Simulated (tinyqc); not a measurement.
Inside a calculation. Method: Pariser-Parr-Pople SCF with singles CI, for the molecule O=c1cccccc1 (SMILES; centres numbered as the heavy atoms are written). One step of it, computed by the program tinyqc.

Problem. Iteration 2: Fock matrix. F_rr = H_rr + P_rr gamma_rr / 2 + sum_(s != r) P_ss gamma_rs; F_rs = H_rs - P_rs gamma_rs / 2; E = tr P (H + F) / 2 + core repulsion sum_(r<s) z_r z_s gamma_rs.

P after iteration 1, lower triangle:
```
,1O,2C,3C,4C,5C,6C,7C,8C
1O,1.391935
2C,0.751631,0.892586
3C,-0.155064,0.434741,0.936047
4C,-0.276693,0.075110,0.775296,0.961457
5C,0.183475,-0.108421,0.055520,0.530649,0.960236
6C,0.183475,-0.108421,-0.325622,0.046507,0.747819,0.960236
7C,-0.276693,0.075110,-0.093351,-0.142226,0.046507,0.530649,0.961457
8C,-0.155064,0.434741,0.252147,-0.093351,-0.325622,0.055520,0.775296,0.936047
```

core matrix H (eV), lower triangle:
```
,1O,2C,3C,4C,5C,6C,7C,8C
1O,-50.449045
2C,-2.510000,-52.996033
3C,0.000000,-2.390000,-50.409574
4C,0.000000,0.000000,-2.390000,-48.604356
5C,0.000000,0.000000,0.000000,-2.390000,-47.990711
6C,0.000000,0.000000,0.000000,0.000000,-2.390000,-47.990711
7C,0.000000,0.000000,0.000000,0.000000,0.000000,-2.390000,-48.604356
8C,0.000000,-2.390000,0.000000,0.000000,0.000000,0.000000,-2.390000,-50.409574
```

repulsion gamma_rs (eV), lower triangle:
```
,1O,2C,3C,4C,5C,6C,7C,8C
1O,15.200000
2C,8.105103,11.130000
3C,5.514497,7.554085,11.130000
4C,3.712060,5.078081,7.553271,11.130000
5C,3.095413,4.233299,5.079867,7.554938,11.130000
6C,3.095413,4.233299,4.234084,5.079247,7.553862,11.130000
7C,3.712060,5.078081,4.233612,4.233148,5.079247,7.554938,11.130000
8C,5.514497,7.554085,5.080158,4.233612,4.234084,5.079867,7.553271,11.130000
```

Centres (angstrom, eV; a flat drawing with bonds scaled to 1.40 angstrom):
```
centre,x,y,core charge z,W,gamma_rr
1O,2.637000,0.000000,1,17.700000,15.200000
2C,1.237000,0.000000,1,11.160000,11.130000
3C,0.629000,1.261000,1,11.160000,11.130000
4C,-0.736000,1.573000,1,11.160000,11.130000
5C,-1.830000,0.700000,1,11.160000,11.130000
6C,-1.830000,-0.700000,1,11.160000,11.130000
7C,-0.736000,-1.573000,1,11.160000,11.130000
8C,0.629000,-1.261000,1,11.160000,11.130000
```

Give: F; pi energy.

Solution.

F (eV), lower triangle:
```
,1O,2C,3C,4C,5C,6C,7C,8C
1O,-9.2296
2C,-5.5560,-4.7104
3C,0.4275,-4.0320,-5.7505
4C,0.5136,-0.1907,-5.3180,-6.3194
5C,-0.2840,0.2295,-0.1410,-4.3945,-6.4408
6C,-0.2840,0.2295,0.6894,-0.1181,-5.2145,-6.4408
7C,0.5136,-0.1907,0.1976,0.3010,-0.1181,-4.3945,-6.3194
8C,0.4275,-4.0320,-0.6405,0.1976,0.6894,-0.1410,-5.3180,-5.7505
```

pi energy = -111.9154 eV
